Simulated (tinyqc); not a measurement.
Arrhenius fit: deep-level transient spectroscopy (DLTS) of one majority-carrier trap. Computed by tinyqc, a small Python program. Command: `OMP_NUM_THREADS=1 python tinyqc.py 3027003 3027004 out.jsonl dlts walk`. One thread of a shared host (Intel(R) Xeon(R) Processor @ 2.30GHz), about 0.04 s of CPU time with the checks.

A filling pulse loads the traps in a one-sided junction; under reverse bias they empty at the rate e, and the capacitance relaxes as C(t) = C_0 - dC exp(-e t). The signal is S = [C(t_2) - C(t_1)]/dC.

Inputs (values chosen for the exercise, for a model semiconductor): density-of-states mass m = 0.163 m_0; valleys M = 1; trap depth E_t = 0.262 eV; cross-section sigma_0 = 1.9e-14 cm^2; degeneracy ratio g = 1; gate time t_1 = 0.0006 s; ratio t_2/t_1 = 10.

Carriers: electrons. Extra term: none.

Constants: k_B = 8.617333262e-05 eV/K; k_B = 1.380649e-23 J/K; m_0 = 9.1093837015e-31 kg; h = 6.62607015e-34 J s.

Method:
- e = g sigma v N_b exp(-E/k_B T), v = sqrt(3 k_B T/m), N_b = 2 M (2 pi m k_B T/h^2)^(3/2), sigma = sigma_0, E = E_t.
- S(e) = exp(-e t_1) - exp(-e t_2) peaks at the rate window e_0 = ln(t_2/t_1)/(t_2 - t_1).
- t_1 is scaled by 0.1, 0.3, 1, 3, 10 and 30 at fixed t_2/t_1; each T_p by bisection.
- Least squares of ln(e_0/T_p^2) on 1/(k_B T_p): slope -E_a, intercept ln(gamma sigma_a) with gamma = v N_b/T^2 = sqrt(3 k_B/m) 2 M (2 pi m k_B/h^2)^(3/2). For comparison, the slope of ln e_0 alone.

Arrhenius data:
```
t_1 (s)    e_0 (1/s)  T_p (K)  1/(k_B T_p) (1/eV)  ln(e_0/T_p^2)
0.00006  4.26405e+03  168.680             68.7962       -1.89803
0.00018  1.42135e+03  159.884             72.5807       -2.88954
0.00060  4.26405e+02  151.200             76.7496       -3.98181
0.00180  1.42135e+02  144.027             80.5718       -4.98323
0.00600  4.26405e+01  136.880             84.7786       -6.08541
0.01800  1.42135e+01  130.929             88.6325       -7.09511
```

apparent depth E_a = 0.262 eV

intercept = 16.127

gamma = 5.3081e+20 cm^-2 s^-1 K^-2

apparent cross-section = 1.9000e-14 cm^2

slope without T^2 = 0.28752 eV

What follows from these numbers?

The apparent depth is 0.2620 eV against E_t = 0.262 eV, and the apparent cross-section is 1.000 times sigma_0: both inputs are recovered. Leaving out the T^2 factor overstates the slope by 26 meV, about 2 k_B T_p.

Extremes, crossings and ranges named in words are read from the listed rows.
